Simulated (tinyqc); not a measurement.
Angle series: uniform film or islands? Model: X-ray photoelectron analysis of a thin oxide on a semiconductor: attenuation lengths, thickness, angle series and band offsets. Computed by tinyqc, a small Python program. Command: `OMP_NUM_THREADS=1 python tinyqc.py 3110843 3110844 out.jsonl xps walk`. One thread of a shared host (Intel(R) Xeon(R) Processor @ 2.30GHz), about 0.01 s of CPU time with the checks.

The same element is seen in the oxide and in the substrate, at nearly the same kinetic energy; films are flat and uniform, and the work function is ignored.

Inputs (values chosen for the exercise, modelled on SiO2 on silicon):
```
quantity                                           value     unit
photon energy                                     1486.6       eV
binding energy of the core level                    99.4       eV
oxide density                                       2.25   g/cm^3
oxide formula mass                                 60.08    g/mol
valence electrons per oxide formula                   16        -
oxide gap                                           8.99       eV
substrate density                                   2.33   g/cm^3
substrate formula mass                             28.09    g/mol
valence electrons per substrate formula                4        -
substrate gap                                       1.12       eV
oxide thickness d                                    6.9       nm
emission angle from the normal                        15  degrees
attenuation length over inelastic mean free path    0.93        -
carbon overlayer                                    0.59       nm
```

Method:
- TPP-2M: lambda = E/(E_p^2 [b ln(c E) - C/E + D/E^2]) in angstrom, E_p = 28.8 sqrt(N_v rho/M), b = -0.10 + 0.944/sqrt(E_p^2 + E_g^2) + 0.069 rho^0.1, c = 0.191/sqrt(rho), U = N_v rho/M, C = 1.97 - 0.91 U, D = 53.4 - 20.8 U, with E = photon energy less binding energy in eV.
- Attenuation length L = factor x lambda.
- R_0 = (rho_o/M_o) L_o/((rho_s/M_s) L_s); peak ratio R = I_ox/I_sub = R_0 [exp(d/(L_o cos theta)) - 1]; hence d = L_o cos theta ln(1 + R/R_0). A carbon layer weakens both peaks alike, by exp(-d_C/(L_o cos theta)) if its L is taken equal to L_o. This R_0 leaves out intrinsic losses from the substrate peak, so calibrated values can be larger.
- Islands: half of the surface carries 2 d and half none, R = R_0 (1/2)(1 - t)/(1/2 + t/2) with t = exp(-2 d/(L_o cos theta)); the apparent thickness is read with the uniform formula.

R_0 = 0.566873

L in the oxide = 3.60782 nm

Against the angle:
```
theta (degrees)  R, uniform  R, islands  apparent d, islands (nm)
0                      3.27     0.54266                    2.4229
20                     3.77     0.54785                    2.2926
35                     5.29     0.55634                    2.0209
45                     7.91     0.56182                    1.7569
55                    15.34     0.56543                    1.4317
65                    51.77     0.56674                    1.0567
75                   917.03     0.56687                    0.6472
```

What does the comparison show, and why?

A uniform film gives d = 6.9 nm at every angle. The island film of the same volume reads 2.42 nm at normal emission and 0.647 nm at 75 degrees; its ratio cannot pass R_0, since the bare half always shows the substrate.

Extremes, crossings and ranges named in words are read from the listed rows.
